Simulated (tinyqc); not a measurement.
Inside a calculation. Model: resistance of a source-drain extension with a graded tip.

Computed by the program tinyqc: `OMP_NUM_THREADS=1 python tinyqc.py 2282254 2282255 out.jsonl`, one thread of a shared Intel Xeon 2.30GHz, about 0.03 s for the whole run. Printed values are rounded.

y runs along the channel, the gate covers y > 0. The doping is N0 for y < y0 and N0 10^(-(y - y0)/la) beyond, uniform over the depth xj. Sheet conductance s(y) = q mu(N) max(N - Nch, 0) xj + (for y > 0) ma Cox Vo, with mu(N) = u0 + (u1 - u0)/(1 + (N/Nr)^au) and Cox = eps0 eox/tox. Current is taken as one-dimensional; depletion of the tip, spreading and the contact are left out. The metallurgical junction lies at yj, where N = Nch.

Parameters, values chosen for the exercise; mobility law close to that of holes in silicon: relative permittivity of the gate insulator (close to zirconium oxide) eox = 24.7; insulator thickness tox = 11 nm; active doping of the extension far from the gate N0 = 2.6e20 cm^-3; lateral abruptness la = 4.2 nm/decade; position under the gate where the fall begins (gate edge at 0) y0 = 4.5 nm; depth of the extension xj = 11 nm; channel doping Nch = 3.5e18 cm^-3; gate overdrive Vo = 0.46 V; mobility of the gate-induced layer ma = 100 cm^2/(V s); mobility at low doping u1 = 470.5 cm^2/(V s); mobility at high doping u0 = 44.9 cm^2/(V s); reference doping Nr = 2.23e17 cm^-3; exponent au = 0.719; gate length Lg = 50 nm.

Constants: q = 1.602176634e-19 C, eps0 = 8.8541878128e-14 F/cm where lengths are in cm. Results are converted to the units shown.

## Sheet resistances and junction position

yj = y0 + la log10(N0/Nch); sheet resistance of the full extension 1/[q mu(N0)(N0 - Nch) xj] and of the gate-induced layer 1/(ma Cox Vo); metallurgical length Lg - 2 yj; ye is where the doped and the gate-induced conductances are equal.

yj = 12.35780 nm
sheet resistance of the extension = 465.3327 ohm/square
sheet resistance of the induced layer = 10934.25 ohm/square
metallurgical length = 25.28440 nm
ye = 10.26985 nm
N at ye = 1.099513e19 cm^-3

The gate takes over 2.09 nm before the junction, where N is still 3.14 times the channel doping.

## Resistance of the overlapped part

Midpoint rule on 11 equal steps from 0 to yj: R_ov = sum h/s(y), per width.

y, point 0 to 10 (nm): [0.5617183, 1.685155, 2.808591, 3.932028, 5.055465, 6.178901, 7.302338, 8.425774, 9.549211, 10.67265, 11.79608]
N, point 0 to 10 (cm^-3): [2.6e20, 2.6e20, 2.6e20, 2.6e20, 1.917432e20, 1.035702e20, 5.594356e19, 3.021796e19, 1.632226e19, 8.816483e18, 4.762231e18]
doped conductance, point 0 to 10 (uS): [2149.000, 2149.000, 2149.000, 2149.000, 1598.394, 881.5450, 487.6872, 268.5027, 143.4525, 68.53501, 19.42315]
sheet resistance, point 0 to 10 (ohm/square): [446.3378, 446.3378, 446.3378, 446.3378, 591.7685, 1027.748, 1726.690, 2778.099, 4256.983, 6250.362, 9018.851]
R_ov = 30.822 ohm um

The exact integral is 31.012 ohm um; the coarse sum is 0.61 % below it.
